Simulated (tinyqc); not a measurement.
The window of frequencies: the 3-omega method: a line heater on a substrate with a thin film. Computed by tinyqc, a small Python program. Command: `OMP_NUM_THREADS=1 python tinyqc.py 3002572 3002573 out.jsonl threeomega walk`. One thread of a shared host (Intel(R) Xeon(R) Processor @ 2.30GHz), about 0.01 s of CPU time with the checks.

A current at angular frequency omega = 2 pi f heats the line at 2 omega with the amplitude P per length; the temperature swing Delta T at 2 omega gives a voltage at 3 omega. The substrate is taken as semi-infinite and isotropic, and the heat capacity of heater and film is left out.

Inputs (values chosen for the exercise, modelled on polycrystalline aluminium nitride on silicon):
```
quantity                      value           unit
substrate conductivity kappa    152        W/(m K)
substrate heat capacity C      1.62  1e6 J/(m^3 K)
heater half-width b             7.9     micrometre
power amplitude per length P     13            W/m
current frequency f             260             Hz
substrate thickness d_s         500     micrometre
```

Method:
- D = kappa/C; q = sqrt(2 i omega/D); penetration depth 1/|q| = sqrt(D/(2 omega)).
- Delta T_s = (P/(pi kappa)) int_0^infinity (sin x/x)^2 / sqrt(x^2 + (q b)^2) dx with (q b)^2 = i |q b|^2, averaged over the heater width (12 Gauss-Legendre points on each of the pieces 0, 14 log-spaced edges from 1e-5 to 1, and multiples of pi to 40 pi; the tail adds 1/(4 (40 pi)^2)).
- For |q| b much below 1: Delta T_s = (P/(pi kappa)) [-ln(|q| b) + eta - i pi/4], eta = 3/2 - C_E = 0.92278, with Euler's C_E = 0.5772157.
- The slope value uses each f and 2f: kappa = P ln 2/(2 pi [Delta T(f) - Delta T(2f)]).

diffusivity D = 93.8272 mm^2/s

Bare substrate; columns: (1) f (Hz); (2) penetration depth (micrometre); (3) |q| b; (4) in-phase (K); (5) out-of-phase (K); (6) narrow-line form (K); (7) kappa from the slope (W/(m K)):
```
(1)          (2)        (3)        (4)         (5)         (6)     (7)
1.2       2494.4  0.0031671    0.18179   -0.021381     0.18179  152.00
12        788.80   0.010015    0.15045   -0.021379     0.15045  152.01
120       249.44   0.031671    0.11911   -0.021361     0.11911  152.06
600       111.55   0.070818   0.097219   -0.021298    0.097201  152.29
2400      55.777    0.14164   0.078402   -0.021112    0.078331  153.14
12000     24.944    0.31671   0.056769   -0.020397    0.056423  157.51
48000     12.472    0.63342   0.038854   -0.018665    0.037553  172.88
240000    5.5777     1.4164   0.020928   -0.014226    0.015645  245.74
1.20e+06  2.4944     3.1671  0.0095545  -0.0081911  -0.0062621  511.57
7.20e+06  1.0183     7.7577  0.0038978  -0.0036716   -0.030651  1256.2
```

What does the comparison show, and why?

The slope gives kappa within 1 % up to |q| b = 0.14 (f = 2400 Hz) among these rows. The penetration depth stays under d_s/5 = 100 micrometre from f = 2400 Hz up, so that row alone meets both conditions. At high f the flow turns one-dimensional: in-phase and out-of-phase parts become equal in size (ratio 0.94 in the last row) and fall as f^(-1/2) (exponent -0.50). Caution: the penetration depth exceeds a fifth of the substrate thickness, so the back face is felt and the semi-infinite formula fails.
